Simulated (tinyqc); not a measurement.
Comparisons within one model: bond unit of a tetrahedral oxide and its oxygen vacancy in tight binding. A value that a table varies takes the place of the one given here.

Two sp3 hybrids h1, h2 at eh = (es + 3 ep)/4 point at one oxygen with orbitals s, px, py, pz; x joins the two cations, z bisects the angle phi, and th = (180 - phi)/2. With u = hbar^2/(m d^2) = 2c/d^2, c = hbar^2/2m0: Vhs = -(1.32 + sqrt3 x 1.42) u/2 and Vhp = (1.42 + sqrt3 x 2.22) u/2. <h|s> = Vhs for both; <h1|px> = Vhp cos(th), <h2|px> = -Vhp cos(th); <h|pz> = Vhp sin(th) for both; py is a lone pair. The unit holds 8 electrons. Coupling between units, which widens the levels into bands, is left out.

Without the oxygen the two hybrids face each other at distance R and couple by -V2, V2 = 3.22 x 2c/R^2, c = hbar^2/2m0: a bond at eh - V2 with two electrons and an antibond at eh + V2. Levels are measured from eop, the lone-pair level that stands for the top of the valence band.

Constants: hbar^2/2m0 = 3.80998211 eV angstrom^2.

Values chosen for the exercise (near tabulated values for SiO2; the results hold for these values, not for the real material): es = -14.71 eV (s level of the cation); ep = -7.69 eV (p level of the cation); eos = -33.32 eV (s level of oxygen); eop = -16.48 eV (p level of oxygen); d = 1.62 angstrom (cation-oxygen distance); phi = 169 degrees (bond angle at oxygen); R = 2.62 angstrom (cation-cation distance across the vacancy).

## Bond angle at oxygen

phi is varied at fixed d. Levels above eop; cation-cation distance 2 d cos(th); band energy is twice the sum of the four filled levels, relative to phi = 180; excess on O is the number of electrons on oxygen less 6.

Against phi:
```
phi (deg)  distance (angstrom)  level 2  level 3  level 5  level 6  excess on O  band energy (eV)
110                      2.654   -6.010   -2.738   12.245   13.045        0.876            -2.139
120                      2.806   -6.483   -2.191   11.655   13.518        0.903            -1.904
130                      2.936   -6.892   -1.650   11.076   13.927        0.941            -1.565
140                      3.045   -7.232   -1.138   10.533   14.267        0.989            -1.158
150                      3.130   -7.501   -0.684   10.053   14.536        1.042            -0.735
160                      3.191   -7.694   -0.320    9.671   14.729        1.094            -0.358
170                      3.228   -7.811   -0.083    9.422   14.846        1.133            -0.095
180                      3.240   -7.850    0.000    9.335   14.885        1.148             0.000
```

Bending moves coupling from px to pz: level 2 rises from -7.85 to -6.01 eV and level 3 falls from 0.00 to -2.74 eV between 180 and 110 degrees. The lowest empty level is lowest at 180 degrees (9.34 eV) and highest at 110 (12.24 eV), so a spread of angles in a glass smears the conduction edge. The band energy is lowest at 110 degrees of those listed (-2.14 eV); the repulsion of the cations, not included, opposes bending.

## The vacancy as the cations move

R is varied; eh = (es + 3 ep)/4. The last two columns are the band energies of the bond with two electrons, -2 V2, and with one, -V2.

Against R (eV):
```
R (angstrom)     V2  bond level  antibond level  two electrons  one electron
2.20          5.069       1.966          12.104        -10.139        -5.069
2.35          4.443       2.592          11.478         -8.886        -4.443
2.50          3.926       3.109          10.961         -7.852        -3.926
2.70          3.366       3.669          10.401         -6.731        -3.366
3.00          2.726       4.309           9.761         -5.453        -2.726
3.30          2.253       4.782           9.288         -4.506        -2.253
3.70          1.792       5.243           8.827         -3.585        -1.792
4.20          1.391       5.644           8.426         -2.782        -1.391
```

The bond level rises from 1.97 eV at 2.2 to 5.64 eV at 4.2 angstrom, towards the lone hybrid at 7.04 eV. Taking one electron away halves the pull between the cations (at 2.5 angstrom from 6.28 to 3.14 eV/angstrom), so the positive vacancy relaxes outward and its level moves up: capture and release of a hole take place at different energies.

## What each value does

Spacing from the highest filled to the lowest empty level, excess electrons on oxygen (their number less 6), and the vacancy bond level eh - V2 - eop, V2 = 3.22 x 2c/R^2. Each row changes one parameter from the base and keeps the others.

Results:
```
case               spacing (eV)  excess on O  vacancy level (eV)
base                     9.4399       1.1302              3.4606
es = -14.21 eV           9.5537       1.1369              3.5856
ep = -7.19 eV            9.7815       1.1501              3.8356
eos = -31.32 eV          9.6094       1.1087              3.4606
eop = -15.98 eV          8.9457       1.1078              2.9606
d = 1.66 angstrom        9.2350       1.1566              3.4606
phi = 161 degrees        9.6392       1.0988              3.4606
R = 2.77 angstrom        9.4399       1.1302              3.8372
```

The largest shifts from the base row, up to three for each result and ties (the steps differ in size, so this ranks the rows, not the parameters). spacing (eV): eop -0.4942, ep +0.3416, d -0.2049; unchanged at the printed digits by R. excess on O: phi -0.0314, d +0.0264, eop -0.0224; unchanged at the printed digits by R. vacancy level (eV): eop -0.5000, R +0.3766, ep +0.3750; unchanged at the printed digits by eos, d and phi.

Program tinyqc; command `OMP_NUM_THREADS=1 python tinyqc.py 1452443 1452444 out.jsonl`; about 0.01 s on one thread of a shared Intel(R) Xeon(R) Processor @ 2.30GHz.
